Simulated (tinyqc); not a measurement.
# Screening length from the swing

Problem. In a simple model of a Schottky-barrier transistor a barrier thinner than d = 2.4 nm is transparent, so the effective barrier is pn - psi (1 - exp(-d/lam)) and the swing beyond flat band is Vt ln 10/(1 - exp(-d/lam)). Find the thermionic swing, lam, and the effective barrier at psi = 0.2 V.

Values chosen for this exercise:
- T = 300 K (temperature)
- pn = 0.2 eV (barrier for electrons at both contacts)

Constants: q = 1.602176634e-19 C, kB = 1.380649e-23 J/K, Vt = kB T/q. Results are converted to the units shown.

swing in the tunnelling range = 80.834055 mV/decade

Answer. The ratio of the two swings is 1 - exp(-d/lam).

Vt ln 10 = 59.5 mV/decade
lam = 1.80 nm
effective barrier = 0.0527 eV

tinyqc, about 0.2 s, one thread, Intel Xeon 2.30GHz (shared host): `OMP_NUM_THREADS=1 python tinyqc.py 2390020 2390021 out.jsonl`
